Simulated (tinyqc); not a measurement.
What moves transparency and gain: optical gain and spontaneous emission in a bulk direct-gap semiconductor.

Parabolic bands, vertical transitions, no excitons. For each hole band j: mr = me mj/(me + mj); joint density of states J_j(E) = (mr/c)^(3/2) sqrt(E - Eg)/(2 pi^2), both spins, c = hbar^2/2m0; averaged matrix element |e.p|^2 = m0 Ep/6; alpha_j(E) = 4 pi^2 alpha_f c Ep J_j/(3 nr E) in 1/angstrom (alpha_f the fine-structure constant, listed as alpha among the constants), times 1e8 for 1/cm.

F_j(eta) = (1/Gamma(j + 1)) integral_0^infinity x^j dx/(1 + exp(x - eta)), which tends to exp(eta) for eta << 0.

Quasi-Fermi levels: n = Nc F_1/2(Fc/kT) and p = Nv F_1/2(Fv/kT), Fc counted up from the conduction edge and Fv down from the valence edge; Nc, Nv from N = 2 (m kB T/(4 pi c))^(3/2) with c = hbar^2/2m0, in 1/angstrom^3; times 1e24 for 1/cm^3, with me and (mhh^(3/2) + mlh^(3/2))^(2/3).

For band j the electron sits at Ee = (E - Eg) mr/me above its edge and the hole at Eh = (E - Eg) mr/mj; fe = 1/(1 + exp((Ee - Fc)/kT)), fh = 1/(1 + exp((Eh - Fv)/kT)); gain g = sum_j alpha_j (fe + fh - 1).

Constants: hbar^2/2m0 = 3.80998211 eV angstrom^2; fine-structure constant alpha = 0.007297352564; kB = 8.617333262e-05 eV/K.

Parameters, chosen for this exercise (near those of GaAs; the results hold for these values, not for the real material):
- Eg = 1.464 eV (direct gap)
- me = 0.0656 m0 (electron mass)
- mhh = 0.516 m0 (heavy-hole mass)
- mlh = 0.0861 m0 (light-hole mass)
- Ep = 26 eV (Kane energy)
- nr = 3.55 (refractive index)
- T = 200 K
- n = 1.5e+18 1/cm^3 (injected density, n = p)

Transparency is Fc + Fv = 0; the peak is the largest g over E at the density n (0 if none).

Results for these values:
```
case  transparency density (1/cm^3)  Fc + Fv (eV)  peak gain (1/cm)
base                       6.66e+17        0.0487               552
```

What happens to each result for me = 0.0754 m0, all else kept?

Answer: transparency density rises from 6.66e+17 to 7.62e+17; Fc + Fv falls from 0.0487 to 0.0386; peak gain falls from 552 to 528.

The same for each parameter in turn:
```
case                 transparency density (1/cm^3)  Fc + Fv (eV)  peak gain (1/cm)
base                                      6.66e+17        0.0487               552
me = 0.0754 m0                            7.62e+17        0.0386               528
mhh = 0.31 m0                             5.17e+17        0.0623              1015
Ep = 28.6 eV                              6.66e+17        0.0487               607
T = 240 K                                 8.75e+17        0.0367               318
n = 1.95e+18 1/cm^3                       6.66e+17        0.0683               859
nr = 3.73                                 6.66e+17        0.0487               525
```

Run: tinyqc, `OMP_NUM_THREADS=1 python tinyqc.py 1680642 1680643 out.jsonl`; Intel(R) Xeon(R) Processor @ 2.30GHz, one thread, shared host; about 0.09 s of CPU time with all checks.
